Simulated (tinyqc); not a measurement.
Slices of the butterfly: square lattice in a magnetic field (Harper-Hofstadter model).

Landau gauge, lattice period 1: the magnetic cell has q sites j = 0 to q - 1 along x. H_jj = -2 ty cos(ky + 2 pi p j/q), H_(j,j+1) = -tx, and the bond from q - 1 back to 0 is H_(q-1,0) = -tx exp(i q kx). The levels depend on k only through cos(q kx) and cos(q ky), so the band edges lie at (0, 0) and (pi/q, pi/q).

Values chosen for the exercise: tx = 1.5 meV (hopping along x); ty = 1.2 meV (hopping along y); Q = 7 (denominator).

Flux P/Q for each P (p = P, q = Q): the lowest edge, the first gap, the widest gap with its r (the lower one of a mirror pair) and t_r from r = Q s + P t, |t| <= Q/2, and the total width of the bands.

Cases:
```
flux
1/7
2/7
3/7
```

Rank the cases by first gap, lowest first.

Answer: 2/7, 3/7, 1/7.

Spectra (meV):
```
flux  lowest edge  first gap  t of first gap  widest gap  its r  its t  total width
1/7       -4.3333     1.8290               1      1.8290      1      1       2.0191
2/7       -3.7135     0.0259              -3      2.1579      2      1       2.0646
3/7       -3.5659     0.3563              -2      2.0157      3      1       2.0383
```

The widest gap carries t = 1 in every row, and its r equals P: it is the gap above the lowest Landau level, which holds P of the Q bands. The first gap is widest at 1/7 (t = 1) and narrowest at 2/7 (t = -3). The total width lies between 2.019 and 2.065 meV; its limit for large Q is 4 |tx - ty| = 1.2 meV.

Run: tinyqc, `OMP_NUM_THREADS=1 python tinyqc.py 1250233 1250234 out.jsonl`; Intel(R) Xeon(R) Processor @ 2.30GHz, one thread, shared host; about 0.02 s of CPU time with all checks.
